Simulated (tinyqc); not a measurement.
Inside a calculation. Method: plane-wave Kohn-Sham cycle with exchange-only LDA in a layered model solid. Computed by tinyqc, a small Python program that keeps every step. Settings: points = 16, plane-wave index or count = 3, electrons = 4, k points = 1, area = 14.0, mixing = 0.1, iteration cap = 61, Kerker q0 = 1.07. Command: `OMP_NUM_THREADS=1 python tinyqc.py 23619 23620 out.jsonl` (the two numbers bound the seeds that draw the settings). One thread of a shared host (Intel(R) Xeon(R) Processor @ 2.60GHz), about 0.02 s of CPU time with the checks. Later iterations appear only in the table of the cycle.

## Iteration 1: potential

A solid whose potential varies along x alone (atomic units):
```
parameter                      value
period a                   13.200000
cross-section of the cell  14.000000
electrons per cell                 4
grid points                       16
plane waves -n..n, n               3
k points                           1
V1 in V1 cos(2 pi x/a)     -0.600000
V2 in V2 cos(4 pi x/a)      0.070000
```

density at the start, on the grid x_j = j a/N (e/bohr^3): 0.02164502  0.02164502  0.02164502  0.02164502  0.02164502  0.02164502  0.02164502  0.02164502  0.02164502  0.02164502  0.02164502  0.02164502  0.02164502  0.02164502  0.02164502  0.02164502

V_H(G) = 4 pi rho(G)/G^2 for G != 0 (uniform background); v_x = -(3 rho/pi)^(1/3); V = V_ext + V_H + v_x; Fourier components f(G_m) = (1/N) sum_j f(x_j) exp(-i G_m x_j).

Potentials on the grid (hartree):
```
x              V_ext       V_H        v_x          V
0.000000   -0.530000  0.000000  -0.274437  -0.804437
0.825000   -0.504830  0.000000  -0.274437  -0.779268
1.650000   -0.424264  0.000000  -0.274437  -0.698701
2.475000   -0.279108  0.000000  -0.274437  -0.553545
3.300000   -0.070000  0.000000  -0.274437  -0.344437
4.125000    0.180113  0.000000  -0.274437  -0.094325
4.950000    0.424264  0.000000  -0.274437   0.149827
5.775000    0.603825  0.000000  -0.274437   0.329388
6.600000    0.670000  0.000000  -0.274437   0.395563
7.425000    0.603825  0.000000  -0.274437   0.329388
8.250000    0.424264  0.000000  -0.274437   0.149827
9.075000    0.180113  0.000000  -0.274437  -0.094325
9.900000   -0.070000  0.000000  -0.274437  -0.344437
10.725000  -0.279108  0.000000  -0.274437  -0.553545
11.550000  -0.424264  0.000000  -0.274437  -0.698701
12.375000  -0.504830  0.000000  -0.274437  -0.779268
```

V(G_m), m = 0, 1, 2, ... (hartree): -0.274437  -0.300000  0.035000  0.000000  0.000000  0.000000  0.000000

## Iteration 1: Hamiltonian at one k

k = 0.000000 2 pi / a

H(m,m') = (k + G_m)^2/2 delta + V(G_m - G_m'), with V(-G) = V(G).

H (hartree):
```
           -3         -2         -1         +0         +1         +2         +3
-3   0.745150  -0.300000   0.035000   0.000000   0.000000   0.000000   0.000000
-2  -0.300000   0.178713  -0.300000   0.035000   0.000000   0.000000   0.000000
-1   0.035000  -0.300000  -0.161150  -0.300000   0.035000   0.000000   0.000000
+0   0.000000   0.035000  -0.300000  -0.274437  -0.300000   0.035000   0.000000
+1   0.000000   0.000000   0.035000  -0.300000  -0.161150  -0.300000   0.035000
+2   0.000000   0.000000   0.000000   0.035000  -0.300000   0.178713  -0.300000
+3   0.000000   0.000000   0.000000   0.000000   0.035000  -0.300000   0.745150
```

## Iteration 1: levels at that k

Diagonalise the Hermitian matrix.

eigenvalues (hartree): -0.663451  -0.375484  -0.088558  0.206199  0.368774  0.896998  0.906511

## Iteration 1: new density

Motion across x is left out: the lowest 2 band(s) hold two electrons at each of the k points (j + 1/2)/nk - 1/2. Residual R = rho(out) - rho(in); rho(new) = rho(in) + 0.1 R, with R(G) scaled by G^2/(G^2 + 1.07^2) (Kerker). rho(out) = 2/(a A nk) sum |psi|^2 with psi = sum c exp(i G x). Harris energy E = band energy - dV sum rho (V_H/2 + v_x) + (3/4) dV sum rho v_x with rho(in), dV = a A/N, band energy = (2/nk) sum of the filled levels.

rho(out) (e/bohr^3): 0.04306825  0.04923091  0.05092685  0.03394811  0.01352880  0.00331599  0.00058967  0.00008507  0.00000129  0.00008507  0.00058967  0.00331599  0.01352880  0.03394811  0.05092685  0.04923091

density after iteration 1 (e/bohr^3): 0.02150347  0.02211012  0.02262511  0.02194916  0.02116117  0.02106670  0.02129013  0.02145411  0.02150388  0.02145411  0.02129013  0.02106670  0.02116117  0.02194916  0.02262511  0.02211012

energy per cell = -1.80343381 hartree

## Iteration 2: potential

As before.

Potentials on the grid (hartree):
```
x              V_ext        V_H        v_x          V
0.000000   -0.530000   0.025068  -0.273838  -0.778770
0.825000   -0.504830   0.025173  -0.276389  -0.756046
1.650000   -0.424264   0.021382  -0.278518  -0.681400
2.475000   -0.279108   0.010166  -0.275717  -0.544659
3.300000   -0.070000  -0.003598  -0.272377  -0.345975
4.125000    0.180113  -0.013770  -0.271971  -0.105629
4.950000    0.424264  -0.019215  -0.272929   0.132120
5.775000    0.603825  -0.021569  -0.273628   0.308628
6.600000    0.670000  -0.022207  -0.273839   0.373954
7.425000    0.603825  -0.021569  -0.273628   0.308628
8.250000    0.424264  -0.019215  -0.272929   0.132120
9.075000    0.180113  -0.013770  -0.271971  -0.105629
9.900000   -0.070000  -0.003598  -0.272377  -0.345975
10.725000  -0.279108   0.010166  -0.275717  -0.544659
11.550000  -0.424264   0.021382  -0.278518  -0.681400
12.375000  -0.504830   0.025173  -0.276389  -0.756046
```

V(G_m), m = 0, 1, 2, ... (hartree): -0.274421  -0.287906  0.035877  -0.000367  0.000112  0.000088  0.000014

## Iteration 2: Hamiltonian at one k

k = 0.000000 2 pi / a

As before.

H (hartree):
```
           -3         -2         -1         +0         +1         +2         +3
-3   0.745166  -0.287906   0.035877  -0.000367   0.000112   0.000088   0.000014
-2  -0.287906   0.178729  -0.287906   0.035877  -0.000367   0.000112   0.000088
-1   0.035877  -0.287906  -0.161134  -0.287906   0.035877  -0.000367   0.000112
+0  -0.000367   0.035877  -0.287906  -0.274421  -0.287906   0.035877  -0.000367
+1   0.000112  -0.000367   0.035877  -0.287906  -0.161134  -0.287906   0.035877
+2   0.000088   0.000112  -0.000367   0.035877  -0.287906   0.178729  -0.287906
+3   0.000014   0.000088   0.000112  -0.000367   0.035877  -0.287906   0.745166
```

## Iteration 2: levels at that k

As before.

eigenvalues (hartree): -0.642957  -0.363750  -0.084911  0.204045  0.357004  0.886463  0.895209

## Iteration 2: new density

As before.

rho(out) (e/bohr^3): 0.04240272  0.04846912  0.05051480  0.03436385  0.01419134  0.00365234  0.00067165  0.00009477  0.00000186  0.00009477  0.00067165  0.00365234  0.01419134  0.03436385  0.05051480  0.04846912

density after iteration 2 (e/bohr^3): 0.02139090  0.02254025  0.02353507  0.02226930  0.02074192  0.02051947  0.02093277  0.02125107  0.02134974  0.02125107  0.02093277  0.02051947  0.02074192  0.02226930  0.02353507  0.02254025

energy per cell = -1.73959361 hartree

## Convergence

Stop when sqrt(dV sum R^2) is below 1e-8, dV = a A/N.

Course of the cycle:
```
iteration  E (hartree)  norm of the residual
1          -1.80343381              2.86e-01
2          -1.73959361              2.76e-01
3          -1.67946443              2.67e-01
4          -1.62290521              2.58e-01
5          -1.56977226              2.49e-01
6          -1.51992095              2.41e-01
7          -1.47320698              2.33e-01
8          -1.42948731              2.25e-01
9          -1.38862087              2.17e-01
10         -1.35046915              2.09e-01
11         -1.31489667              2.02e-01
...                ...                   ...
51         -0.92426988              3.39e-02
52         -0.92379493              3.22e-02
53         -0.92337899              3.06e-02
54         -0.92301471              2.90e-02
55         -0.92269563              2.75e-02
56         -0.92241609              2.61e-02
57         -0.92217115              2.47e-02
58         -0.92195648              2.35e-02
59         -0.92176830              2.22e-02
60         -0.92160330              2.11e-02
61         -0.92145860              2.00e-02
```

Not converged within 61 iterations: the residual falls steadily but slowly, by a factor of about 0.95 a step. At the k point shown the highest filled and lowest empty bands lie only 0.0199 hartree apart, so integer filling is fragile. Reruns (cap 100 unless said): mixing 0.5, Kerker q0 1.0: not converged; mixing 0.3, Pulay depth 5: converged in 33 (E = -0.92041); the original settings with a cap of 400: converged in 333 (E = -0.92041).
